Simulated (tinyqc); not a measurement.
Two-step dopant diffusion (predeposition and drive-in) with a constant diffusivity: one step, computed by the program tinyqc. Command: `OMP_NUM_THREADS=1 python tinyqc.py 3025720 3025721 out.jsonl dopdiff walk`. One thread of a shared host (Intel(R) Xeon(R) Processor @ 2.30GHz), about 0.07 s of CPU time with the checks.

Fick diffusion into a half space x > 0 whose background doping C_B is of the opposite type, so that a junction lies where C = C_B.

Problem. Drive-in as a Gaussian. With a sealed surface and a thin source, C = Q/sqrt(pi (Dt)2) exp(-x^2/(4 (Dt)2)); x_j = 2 sqrt((Dt)2 ln(C(0)/C_B)); gradient at the junction |dC/dx| = C_B x_j/(2 (Dt)2).

Inputs (values chosen for the exercise, modelled on gallium in silicon):
```
quantity                        value    unit
surface concentration C_s     1.7e+19  1/cm^3
background doping C_B         9.1e+15  1/cm^3
predeposition temperature T1      925       C
drive-in temperature T2          1050       C
stand-by temperature              800       C
```

dose Q = 3.767037e+13 1/cm^2

drive-in budget (Dt)2 = 6.628973e-11 cm^2

Give: surface concentration C(0) (Gaussian); junction depth x_j; gradient at the junction.

Solution.

surface concentration C(0) (Gaussian) = 2.610e+18 1/cm^3

junction depth x_j = 0.3874 um

gradient at the junction = 2.659e+21 1/cm^4

Caution: C_s exceeds the intrinsic carrier density of silicon at the predeposition temperature (2e18 to 1e19 per cm^3), where real diffusivities rise with concentration and profiles turn box-like.
